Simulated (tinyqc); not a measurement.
# From base transit time tau_B back to base width W

Model: minority-electron transport through the base of a bipolar transistor (Moll-Ross and Kroemer integrals). Computed by tinyqc, a small Python program. Command: `OMP_NUM_THREADS=1 python tinyqc.py 3030013 3030014 out.jsonl base inv`. One thread of a shared host (Intel(R) Xeon(R) Processor @ 2.30GHz), about 0.02 s of CPU time with the checks.

Low injection, one dimension, x from the emitter edge (0) to the collector edge (W), s = x/W. Recombination is treated as a small correction (valid for tau_B well below tau_n), computed from the stored charge.

Inputs (values chosen for the exercise, modelled on InP):
```
quantity,value,unit
intrinsic density n_i at the emitter edge,1.2e+07,1/cm^3
base doping at the emitter edge N_0,3.9e+18,1/cm^3
mu_min,700,cm^2/(V s)
mu_max,4530,cm^2/(V s)
N_ref,2.1e+17,1/cm^3
saturation velocity v_s,0.89,1e7 cm/s
base-emitter voltage V_BE,0.81,V
temperature T,300,K
doping ratio N_0/N(W),100,-
gap narrowing across the base dE_g,150,meV
```

Base doping profile: exponential. Gap grading: linear. Exit of the base: infinite sink.

Constants: k_B = 8.617333262e-05 eV/K; e = 1.602176634e-19 C.

Method. N(x) = N_0 (ratio)^(-s); n_i(x)^2 = n_i^2 exp(s dE_g/k_B T); D(x) = (k_B T/e) mu, mu = mu_min + (mu_max - mu_min)/(1 + (N/N_ref)^0.7). With y(x) = N n_i^2/(D n_i(x)^2): base Gummel number G_B = int_0^W y dx; J_C = e n_i^2 exp(e V_BE/k_B T)/G_B; n(x) = (J_C/e)(n_i(x)^2/(N n_i^2)) [int_x^W y dx]; transit time tau_B = (e/J_C) int n dx; trapezoid rule on 401 even points.

Question. A run gave the result below. Find the base width W, known to lie between 28 and 68 nm.

base transit time tau_B = 0.02400484 ps

Answer.

Each step takes the trial c = (a f_b - b f_a)/(f_b - f_a), f being the result less the target and a, b, c the logarithms of the listed values; c replaces end b, the old b replaces a if the sign of f changed, and otherwise f_a is halved.

Scan of the range:
```
base width W (nm),base transit time tau_B (ps)
28.0,0.0123038
32.5,0.0165764
37.6,0.0221870
43.6,0.0298330
50.6,0.0401813
58.7,0.0540754
68.0,0.0725673
```

False position (Illinois rule, in the logarithm of the input) inside the bracket:
```
step,end a,end b,trial,base transit time tau_B (ps)
1,37.6000,43.6000,38.9471,0.0238053
2,43.6000,38.9471,39.0929,0.0239838
3,43.6000,39.0929,39.1234,0.0240213
4,39.0929,39.1234,39.1100,0.0240048
5,39.1234,39.1100,39.1100,0.0240048
```

Base transit time tau_B rises at every point of a 13-point scan of the range (every second point is shown), so one value fits; it is bracketed by 37.6 and 43.6. The scan shows a pure power law with exponent 2.000, so scaling from any one row also gives the answer directly. Answer: base width W = 39.11 nm.

Caution: the mean velocity exceeds v_s, so drift-diffusion with a low-field mobility overstates the speed.
